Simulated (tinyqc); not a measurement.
# Worked calculation: drifting, spreading and decaying minority pulse (Haynes-Shockley), Crank-Nicolson time steps

Program tinyqc, `OMP_NUM_THREADS=1 python tinyqc.py 2310022 2310023 out.jsonl`; Intel Xeon 2.30GHz, shared host, one thread, about 0.01 s. Printed values are rounded.

Low injection in a uniform field: dn/dt = D d2n/dx2 - v dn/dx - n/tau with D = mu Vt and v = mu F towards +x. Exact solution on an infinite bar for a Gaussian start at x0: n = N0 exp(-t/tau) exp(-(x - x0 - v t)^2/(2 s^2))/sqrt(2 pi s^2), s^2 = s0^2 + 2 D t.

Values chosen for this exercise; mobility that of a made-up semiconductor:
- T = 350 K (temperature)
- mu = 163 cm^2/(V s) (minority-carrier mobility)
- F = 10 V/cm (sweep field along the drift)
- hx = 49 um (mesh step)
- tau = 5.7e-5 s (lifetime)
- N0 = 1e11 cm^-2 (injected sheet density)
- dt = 4.2e-6 s (time step)
- s0 = 55 um (initial width (standard deviation))

Constants: q = 1.602176634e-19 C, kB = 1.380649e-23 J/K, Vt = kB T/q. Results are converted to the units shown.

## Coefficients of the scheme

Exponentially fitted fluxes: d = F hx/Vt, B(d) = d/(exp(d) - 1), k = D dt/hx^2; (L n)_i = a n_(i-1) + b n_i + c n_(i+1) with a = k B(-d), c = k B(d), b = -a - c - dt/tau. Explicit steps keep n positive for dt up to 1/[(D/hx^2)(B(d) + B(-d)) + 1/tau].

D = 4.91619 cm^2/s
v = 1630 cm/s
d = 1.62463
a = 1.73987
b = -2.15628
c = 0.342727
positivity limit of dt = 1.94780e-6 s

dt is 2.2 times the explicit limit. On this mesh the fitted flux acts like a diffusion coefficient (d/2) coth(d/2) D = 1.21 D for a travelling pulse, before the error of the time steps.

## Initial pulse

Nodes x_i = i hx, i = 1 to 10, n = 0 at nodes 0 and 11; the Gaussian at t = 0 with x0 = 4 hx.

| node | n at t = 0 (1e12 cm^-3) |
|---|---|
| 1 | 0.20387 |
| 2 | 1.48297 |
| 3 | 4.87746 |
| 4 | 7.25350 |
| 5 | 4.87746 |
| 6 | 1.48297 |
| 7 | 0.20387 |
| 8 | 0.01267 |
| 9 | 0.00036 |
| 10 | 0.00000 |

## Step 1: densities after a time step

(L n)_i = a n_(i-1) + b n_i + c n_(i+1), n = 0 beyond the ends. Crank-Nicolson step: solve n(new) - L n(new)/2 = n + L n/2.

| node | n at t = 1 dt (1e12 cm^-3) |
|---|---|
| 1 | 0.16661 |
| 2 | 0.63051 |
| 3 | 1.56418 |
| 4 | 3.21043 |
| 5 | 4.66194 |
| 6 | 4.15631 |
| 7 | 2.44902 |
| 8 | 1.15172 |
| 9 | 0.50485 |
| 10 | 0.21149 |

## Step 2: densities after a time step

As before.

| node | n at t = 2 dt (1e12 cm^-3) |
|---|---|
| 1 | 0.06720 |
| 2 | 0.26044 |
| 3 | 0.69470 |
| 4 | 1.40460 |
| 5 | 2.36835 |
| 6 | 3.26226 |
| 7 | 3.31834 |
| 8 | 2.54612 |
| 9 | 1.61907 |
| 10 | 0.88115 |

## Course in time

The same steps, now on nodes 1 to 60 (n = 0 at nodes 0 and 61), for 24 steps; centre = sum x n/sum n. Deviations are from the exact pulse, as a share of its largest value on the nodes; a run counts as stable if they stay under 100 %.

Course of the iteration:

| step | hx sum n (cm^-2) | centre (um) | most negative n (cm^-3), 0 if none | largest deviation (% of the peak) |
|---|---|---|---|---|
| 1 | 9.25340e10 | 265.430 | 0 | 9.33 |
| 2 | 8.57687e10 | 334.648 | 0 | 9.52 |
| 3 | 7.95962e10 | 403.560 | 0 | 9.17 |
| 4 | 7.39069e10 | 472.308 | 0 | 8.84 |
| 5 | 6.86404e10 | 540.966 | 0 | 8.55 |
| 6 | 6.37561e10 | 609.575 | 0 | 8.23 |
| 7 | 5.92224e10 | 678.159 | 0 | 8.26 |
| 8 | 5.50124e10 | 746.729 | 0 | 8.01 |
| 9 | 5.11023e10 | 815.291 | 0 | 8.09 |
| ... | ... | ... | ... | ... |
| 16 | 3.05020e10 | 1295.17 | 0 | 7.84 |
| 17 | 2.83343e10 | 1363.72 | 0 | 7.93 |
| 18 | 2.63206e10 | 1432.26 | 0 | 7.90 |
| 19 | 2.44497e10 | 1500.79 | 0 | 7.91 |
| 20 | 2.27112e10 | 1569.29 | 0 | 7.93 |
| 21 | 2.10953e10 | 1637.72 | 0 | 7.89 |
| 22 | 1.95923e10 | 1706.01 | 0 | 7.93 |
| 23 | 1.81926e10 | 1774.06 | 0 | 7.93 |
| 24 | 1.68867e10 | 1841.70 | 0 | 7.92 |

The run is stable. After 24 steps the deviation is 7.9 % of the peak. From step 1 to the last the centre has moved at 1.00 v and the content is 1.0 % below N0 exp(-t/tau). On an endless mesh these steps would give a speed of 1.00 v and a content of 0.999 times the exact one, from dt/tau = 0.0737 alone; the rest comes from the absorbing ends.
